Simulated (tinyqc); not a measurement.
What moves the tail: Franz-Keldysh effect at a direct gap.

Parabolic bands, vertical transitions, no excitons. For each hole band j: mr = me mj/(me + mj); joint density of states J_j(E) = (mr/c)^(3/2) sqrt(E - Eg)/(2 pi^2), both spins, c = hbar^2/2m0; averaged matrix element |e.p|^2 = m0 Ep/6; alpha_j(E) = 4 pi^2 alpha_f c Ep J_j/(3 nr E) in 1/angstrom (alpha_f the fine-structure constant, listed as alpha among the constants), times 1e8 for 1/cm.

In a field Fd (1 kV/cm = 1e-5 V/angstrom) the electro-optic energy of band j is th = (c (e Fd)^2/mr)^(1/3), and sqrt(E - Eg) in J_j is replaced by pi sqrt(th) [Ai'(b)^2 - b Ai(b)^2] with b = (Eg - E)/th; Ai is the Airy function.

Constants: hbar^2/2m0 = 3.80998211 eV angstrom^2; fine-structure constant alpha = 0.007297352564.

Inputs chosen for the exercise (near those of InP; shifted at random, so the results belong to these values and not to a real crystal): Eg = 1.317 eV (direct gap); me = 0.0826 m0 (electron mass); mhh = 0.585 m0 (heavy-hole mass); mlh = 0.0898 m0 (light-hole mass); Ep = 20.2 eV (Kane energy); nr = 3.45 (refractive index); Fd = 170 kV/cm (uniform field); det = 25 meV (detuning below the gap).

At E = Eg - det.

One parameter was then changed.

Results before and after:
```
case,th heavy (meV),alpha (1/cm)
base,53.383,647.0
changed,53.383,616.6
```

Which of these changes was made? (a) mlh = 0.1167 m0; (b) Ep = 22.2 eV; (c) det = 35 meV; (d) nr = 3.62; (e) Fd = 221 kV/cm; (f) me = 0.095 m0.

Answer: (d) nr = 3.62. Of the candidates, run in turn, only this one gives the changed row.

All candidates:
```
case,th heavy (meV),alpha (1/cm)
base,53.383,647.0
Fd = 221 kV/cm,63.586,824.7
det = 35 meV,53.383,436.3
me = 0.095 m0,51.265,716.5
mlh = 0.1167 m0,53.383,678.0
Ep = 22.2 eV,53.383,711.0
nr = 3.62,53.383,616.6
```

tinyqc: `OMP_NUM_THREADS=1 python tinyqc.py 1681417 1681418 out.jsonl`; about 0.01 s, one thread, shared Intel(R) Xeon(R) Processor @ 2.30GHz.
